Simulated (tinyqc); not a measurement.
Gas flow in a process chamber: flow regimes, conductance, effective pumping speed, pump-down, outgassing and purge. Changing the pipe length l. Computed by tinyqc, a small Python program. Command: `OMP_NUM_THREADS=1 python tinyqc.py 3120418 3120419 out.jsonl pump sweep`. One thread of a shared host (Intel(R) Xeon(R) Processor @ 2.30GHz), about 0.01 s of CPU time with the checks.

Ideal gas, isothermal flow, a pump of constant speed at the end of a round pipe; process gas, volume gas and outgassing are given the same properties. 1 sccm = 101325 Pa x 1e-6 m^3/60 s x T/273.15 K.

Inputs (values chosen for the exercise, modelled on nitrogen near room temperature):

| quantity | value | unit |
|---|---|---|
| molar mass M | 28.01 | g/mol |
| molecular diameter | 0.37 | nm |
| viscosity eta | 17.8 | micropascal s |
| temperature T | 300 | K |
| chamber volume V | 40 | L |
| pipe diameter d | 25 | cm |
| pump speed S | 290 | L/s |
| process gas flow | 22 | sccm |

Constants: k_B = 1.380649e-23 J/K; u = 1.6605390666e-27 kg.

Method:
- Mean speed c = sqrt(8 k_B T/(pi m)); aperture conductance C_a = c pi d^2/16; molecular pipe C_m = C_a/(1 + 3 l/(4 d)) (Dushman form); viscous pipe C_v = pi d^4 p_mean/(128 eta l); Knudsen interpolation C = C_v + C_m (1 + x)/(1 + 1.24 x), x = d p_mean sqrt(m/(k_B T))/eta.
- Effective speed 1/S_eff = 1/S + 1/C_m; time constant V/S_eff; pressure at which the free path k_B T/(sqrt2 pi d_m^2 p) equals d.
- Steady flow: the pump inlet is at p_2 = Q/S, and the chamber pressure p_1 solves Q = C((p_1 + p_2)/2) (p_1 - p_2). Residence time = p_1 V/Q.
- Knudsen number = free path at the mean pressure over d.

One run for each value:

| pipe length l (cm) | C_m (L/s) | S_eff in molecular flow (L/s) | chamber pressure p_1 (Pa) |
|---|---|---|---|
| 2 | 5513.1 | 275.51 | 0.14166 |
| 4.3 | 5176.2 | 274.61 | 0.14256 |
| 9.5 | 4547.8 | 272.62 | 0.14415 |
| 21 | 3585.2 | 268.30 | 0.14684 |
| 45 | 2486.8 | 259.71 | 0.15143 |
| 97 | 1494.6 | 242.87 | 0.16041 |
| 210 | 800.5 | 212.88 | 0.17883 |
| 460 | 394.9 | 167.20 | 0.21704 |
| 1000 | 188.5 | 114.25 | 0.29125 |

Describe the trends.

Over the rows, C_m (L/s) falls from 5510 to 189 (exponent d ln y / d ln x -0.082 between the first rows and -0.95 between the last); S_eff in molecular flow (L/s) falls from 276 to 114 (exponent d ln y / d ln x -0.0042 between the first rows and -0.49 between the last); chamber pressure p_1 (Pa) rises from 0.142 to 0.291 (exponent d ln y / d ln x 0.0082 between the first rows and 0.38 between the last).
